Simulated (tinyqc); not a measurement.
Conductivity against temperature: Debye-Callaway model of lattice thermal conductivity. Computed by tinyqc, a small Python program. Command: `OMP_NUM_THREADS=1 python tinyqc.py 3020075 3020076 out.jsonl callaway walk`. One thread of a shared host (Intel(R) Xeon(R) Processor @ 2.30GHz), about 0.01 s of CPU time with the checks.

Three acoustic branches with one velocity v, cut at omega_D = k_B Theta/hbar; x = hbar omega/(k_B T). v and Theta are separate inputs: Theta cuts off the heat-carrying modes, so C need not reach 3 k_B/V. gamma is an effective value that sets the umklapp rate.

Inputs (values chosen for the exercise, for a model crystal):

| quantity | value | unit |
|---|---|---|
| sound velocity v | 4150 | m/s |
| Debye temperature Theta | 324 | K |
| volume per atom V | 17.5 | angstrom^3 |
| mean atomic mass M | 131 | u |
| effective Grueneisen parameter gamma | 1.05 | - |
| umklapp exponent divisor b | 2 | - |
| mass variance Gamma | 0.00012 | - |
| Casimir length L | 480 | micrometre |
| normal-process factor f_N | 4.8 | - |

Sample: crystal. Point defects: isotopes. Normal processes: included.

Constants: k_B = 1.380649e-23 J/K; hbar = 1.054571817e-34 J s; u = 1.6605390666e-27 kg.

Method:
- Gamma is given directly by the isotope mixture. A = V Gamma/(4 pi v^3).
- Rates: point defects A omega^4; umklapp B omega^2 T exp(-Theta/(b T)) with B = hbar gamma^2/(M v^2 Theta); normal processes f_N B omega^2 T (T/Theta)^2. Boundaries: v/L.
- kappa_1 = c int tau_C g dx, g = x^4 e^x/(e^x - 1)^2, c = (k_B/(2 pi^2 v)) (k_B T/hbar)^3, over 0 < x < min(Theta/T, 40), by 96 Gauss-Legendre points in s with x = x_max s^2; 1/tau_C = 1/tau_R + 1/tau_N; kappa_2 = c [int (tau_C/tau_N) g dx]^2 / int (tau_C/(tau_N tau_R)) g dx; kappa = kappa_1 + kappa_2.
- The boundary limit is C v^2/(3 x boundary rate), with C = 3 c int g dx / v^2.

Rayleigh coefficient A = 2.33811e-45 s^3

Kappa (W/(m K)):

| T (K) | all processes | without point defects | boundary limit |
|---|---|---|---|
| 3.2 | 36.788 | 37.234 | 37.234 |
| 6.5 | 274.03 | 312.05 | 312.05 |
| 11 | 945.90 | 1512.4 | 1512.4 |
| 19 | 2304.1 | 7736.5 | 7792.5 |
| 32 | 3218.3 | 19112 | 36306 |
| 55 | 2279.9 | 6797.4 | 1.3657e+05 |
| 97 | 1094.2 | 1956.5 | 3.0083e+05 |
| 160 | 535.53 | 730.43 | 4.0747e+05 |
| 260 | 264.46 | 313.05 | 4.5948e+05 |
| 420 | 136.93 | 150.57 | 4.8150e+05 |

kappa peaks among these rows at 32 K (T/Theta = 0.099) with 3220 W/(m K). The exponent d ln kappa/d ln T is 2.83 at the cold end, the T^3 law of boundary scattering, and -1.37 at the hot end. The normal rate is taken to grow as T^3 at all T, which overstates it above Theta. Point defects cost most at 32 K, a factor 5.94.

Extremes, crossings and ranges named in words are read from the listed rows.
